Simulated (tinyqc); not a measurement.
# Short-channel transistor, virtual-source model with series resistance: two studies

The current per gate width is the charge at the top of the source barrier (the virtual source) times its velocity times a saturation function; al and be are fitting constants of the model. Units: I in uA/um, Rs in ohm um, so I Rs = 1e-6 I Rs in volts; Q in uC/cm^2, so I = 1e-4 Q vx0 Fsat with vx0 in cm/s.

Parameters, values chosen for the exercise:
- T = 325 K (temperature)
- Cinv = 1.93 uF/cm^2 (inversion capacitance)
- vx0 = 1.11e7 cm/s (velocity at the virtual source)
- mu = 370 cm^2/(V s) (apparent mobility)
- L = 16 nm (channel length)
- VT0 = 0.5 V (threshold at zero drain voltage)
- dl = 0.175 V/V (drain-induced barrier lowering)
- n0 = 1.54 (subthreshold factor)
- nd = 0.05 1/V (growth of n with drain voltage)
- al = 3.5 (threshold shift (in units of Vt) from weak to strong inversion)
- be = 1.8 (sharpness of saturation)
- Rs = 200 ohm um (series resistance of each contact)

Constants: q = 1.602176634e-19 C, kB = 1.380649e-23 J/K, Vt = kB T/q. Results are converted to the units shown.

Each table varies one quantity; the others keep the values above.

## Effect of the threshold at zero drain voltage on the on and off currents

Intrinsic voltages Vg' = Vgs - I Rs, Vd' = Vds - 2 I Rs. n = n0 + nd Vd', VT = VT0 - dl Vd', Ff = 1/(1 + exp((Vg' - VT + al Vt/2)/(al Vt))), Q = Cinv n Vt ln(1 + exp((Vg' - VT + al Vt Ff)/(n Vt))), Vdsat = (vx0 L/mu)(1 - Ff) + Vt Ff, Fsat = u/(1 + u^be)^(1/be) with u = Vd'/Vdsat, and I = Q vx0 Fsat per width. I is solved self-consistently. Ion is I at Vgs = Vds = 1.2 V, Ioff at Vgs = 0, Vds = 1.2 V, and Rlin = Vds/I at Vgs = 1.2 V, Vds = 0.05 V.

Result of one run:
```
VT0 (V)  Ion (uA/um)  Ioff (nA/um)  log10(Ion/Ioff)  Rlin (ohm um)
0.35            1434       1.702e4            1.926          427.2
```

What becomes of these results when the threshold at zero drain voltage VT0 is changed from 0.35 to 0.3 V, all else the same?

Result of the changed run:
```
VT0 (V)  Ion (uA/um)  Ioff (nA/um)  log10(Ion/Ioff)  Rlin (ohm um)
0.3             1501       3.420e4            1.642          425.6
```

The whole series:
```
VT0 (V)  Ion (uA/um)  Ioff (nA/um)  log10(Ion/Ioff)  Rlin (ohm um)
0.15            1702       1.406e5            1.083          421.9
0.2             1635       9.652e4            1.229          423.0
0.25            1568       6.068e4            1.412          424.3
0.3             1501       3.420e4            1.642          425.6
0.35            1434       1.702e4            1.926          427.2
0.4             1367          7490            2.261          429.0
0.45            1299          2976            2.640          431.0
0.5             1232          1100            3.049          433.2
```

As VT0 goes from 0.15 to 0.5 V, Ion falls from 1700 to 1230 uA/um, Ioff falls from 1.41e5 to 1100 nA/um and Rlin rises from 422 to 433 ohm um. Ion changes by a factor of 0.724 and Ioff by 0.00782. The off current depends on it through an exponential, the on current about linearly. In every row the off current passes 1 uA/um, so the device is hardly off at Vgs = 0.

## Effect of the channel length on the on and off currents

Same model as above.

mu, vx0, VT0, dl and n0 are held fixed.

Effect of the channel length on the on and off currents:
```
L (nm)  Ion (uA/um)  Ioff (nA/um)  log10(Ion/Ioff)  Rlin (ohm um)
10             1234          1100            3.050          420.8
15             1232          1100            3.049          431.2
24             1228          1100            3.048          449.8
36             1221          1099            3.046          474.4
55             1206          1099            3.040          513.3
85             1175          1099            3.029          574.2
130            1121          1098            3.009          665.0
200            1035          1096            2.975          805.3
```

What does the comparison show?

As L goes from 10 to 200 nm, Ion falls from 1230 to 1040 uA/um, Ioff stays near 1100 nA/um and Rlin rises from 421 to 805 ohm um. Ion changes by a factor of 0.839 and Ioff by 0.997. Below threshold Vdsat is near Vt, so L and mu hardly reach the off current. In every row the off current passes 1 uA/um, so the device is hardly off at Vgs = 0. At L = 200 nm the channel is long for this model, whose fixed vx0 belongs to short devices.

Program tinyqc, `OMP_NUM_THREADS=1 python tinyqc.py 2380095 2380096 out.jsonl`; Intel Xeon 2.30GHz, shared host, one thread, about 0.01 s.
